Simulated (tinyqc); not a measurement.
# From one set of inputs to another, one input at a time

Model: equation-of-state fits to an energy-volume table made by a known binding curve. Computed by tinyqc, a small Python program. Command: `OMP_NUM_THREADS=1 python tinyqc.py 3026382 3026383 out.jsonl eosfit ladder`. One thread of a shared host (Intel(R) Xeon(R) Processor @ 2.30GHz), about 0.05 s of CPU time with the checks.

With x = (V/V_0)^(1/3), the energy per atom is E = D [exp(-2 eta (x - 1)) - 2 exp(-eta (x - 1))], so that B0 = 2 D eta^2/(9 V_0) and B' = 1 + eta. B' = dB/dP at P = 0.

The inputs printed are set A. Inputs not listed in the table keep their values of set A, so the rows need not describe a real material.

Inputs (values chosen for the exercise, for a model crystal):

| quantity | value | unit |
|---|---|---|
| cohesive energy D | 7.55 | eV/atom |
| true volume V_0 | 12.1 | angstrom^3/atom |
| stiffness eta | 4.68 | - |
| half-width of the volume window w | 0.12 | - |
| shift of the window centre s | 0.025 | - |
| points N | 7 | - |
| compression V/V_0 for the pressure test | 0.75 | - |

Binding curve: Morse. Noise: none.

Constants: 1 eV/angstrom^3 = 160.2176634 GPa.

Method:
- B0 and B' from the formulas above; P = -dE/dV at V = c V_0 (c the compression chosen), from the curve itself.
- Table: V_j = V_0 [1 + s + w (2 j/(N - 1) - 1)], j = 0..N-1, rounded to 0.001; E_j from the curve, rounded to 1e-7 eV.
- Third-order Birch-Murnaghan is a cubic in u = V^(-2/3): fit it by linear least squares, find the minimum, and take B0 = V E''(V), B' = -1 - V E'''/E'' there.
- Errors are fitted minus exact, relative; the pressure at c V_0 uses P = (3 B0/2) (x^7 - x^5) [1 + (3/4)(B' - 4)(x^2 - 1)], x = (V0/V)^(1/3) with the fitted values.

Each row keeps all changes above it:

| input moved | from | to | exact B' | fitted B0 (GPa) | fitted pressure at c V_0 (GPa) |
|---|---|---|---|---|---|
| set A | - | - | 5.68 | 485.89 | 315.93 |
| cohesive energy D (eV/atom) | 7.55 | 1.79 | 5.68 | 115.20 | 74.90 |
| stiffness eta | 4.68 | 2.87 | 3.87 | 43.33 | 21.80 |
| true volume V_0 (angstrom^3/atom) | 12.1 | 11.4 | 3.87 | 45.99 | 23.14 |

Where does the difference come from?

Exact B' goes from 5.68 to 3.87, a factor 0.681 in all. The largest single move comes from stiffness eta (a factor 0.681). Fitted B0 goes from 486 to 46.0, a factor 0.0947 in all. The largest single move comes from cohesive energy D (a factor 0.237). Fitted pressure at c V_0 goes from 316 to 23.1, a factor 0.0733 in all. The largest single move comes from cohesive energy D (a factor 0.237). The single moves hold for this order of the switches; the total does not depend on the order.

Extremes, crossings and ranges named in words are read from the listed rows.
